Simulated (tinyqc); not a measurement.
Global model of a low-pressure process discharge: electron temperature, density, ion flux and ion energy. Which input was changed? Computed by tinyqc, a small Python program. Command: `OMP_NUM_THREADS=1 python tinyqc.py 3111464 3111465 out.jsonl plasma which`. One thread of a shared host (Intel(R) Xeon(R) Processor @ 2.30GHz), about 0.06 s of CPU time with the checks.

Maxwellian electrons with temperature T_e in eV, one positive ion, no negative ions, uniform bulk density n; rate constants have the Arrhenius form.

Inputs (values chosen for the exercise, of the order of those of an inductive discharge in a simple atomic gas): ion mass M = 35.5 u; ionisation prefactor K0 = 2.6e-14 m^3/s; ionisation energy E_iz = 16.9 eV; excitation prefactor X0 = 2.3e-14 m^3/s; excitation energy E_ex = 10.2 eV; elastic rate constant K_el = 1.1e-13 m^3/s; ion-neutral cross section = 1.1e-18 m^2; pressure p = 0.23 Pa; gas temperature T_g = 500 K; radius R = 21 cm; height L = 10 cm; absorbed power P = 960 W; bias power P_b = 24 W; radius of the biased electrode = 10 cm; bias frequency = 0.4 MHz.

Constants: k_B = 1.380649e-23 J/K; e = 1.602176634e-19 C; u = 1.6605390666e-27 kg; m_0 = 9.1093837015e-31 kg; eps_0 = 8.8541878128e-12 F/m.

Method:
- n_g = p/(k_B T_g); lambda_i = 1/(n_g sigma); h_L = 0.86/sqrt(3 + L/(2 lambda_i)), h_R = 0.8/sqrt(4 + R/lambda_i); A_eff = 2 pi R^2 h_L + 2 pi R L h_R; d_eff = pi R^2 L/A_eff.
- Particle balance: K0 exp(-E_iz/T_e) n_g d_eff = u_B, u_B = sqrt(e T_e/M).
- Root found by bracketing.
- E_c = E_iz + (X0 exp(-E_ex/T_e) E_ex + K_el (3 m_0/M) T_e)/K_iz; wall potential V_s = (T_e/2) ln(M/(2 pi m_0)); E_T = E_c + 2 T_e + T_e/2 + V_s; n = P/(e u_B A_eff E_T); ion current density J = e h_L n u_B; ionised share n/n_g.
- All bias power goes to ions: V_b = P_b/(J pi r^2). Debye length at the sheath edge lambda_D = sqrt(eps_0 T_e/(e h_L n)); Child-law sheath s = (sqrt2/3) lambda_D (2 V/T_e)^(3/4), V = V_b + V_s; ion transit time tau_i = 3 s sqrt(M/(2 e V)); collisions in the sheath s/lambda_i.

Task: One of these inputs alone was changed, within the range given: ion mass M (17.75 to 71); ionisation prefactor K0 (1.3e-14 to 5.2e-14); ionisation energy E_iz (8.45 to 33.8); height L (5 to 20). Which one, and to what value?

Results:
```
run     T_e (eV)  bias voltage V_b (V)  sheath width s (mm)
before  5.433809              24.52536            0.3209063
after   5.835435              23.52634            0.3183616
```

Result:

Each candidate set to reproduce T_e, and what it then gives:
```
candidate                            range searched  value needed  bias voltage V_b (V)  sheath width s (mm)
ion mass M (u)                          17.75 to 71         24.85                24.328              0.35269
ionisation prefactor K0 (m^3/s)  1.3e-14 to 5.2e-14     2.175e-14                26.196              0.34917
ionisation energy E_iz (eV)            8.45 to 33.8         17.94                26.491              0.35259
height L (cm)                               5 to 20         8.270                23.526              0.31836
```

Only height L fits every result: it went from 10 to 8.27 cm. The next best candidate, ion mass M, misses one result by 11 %.
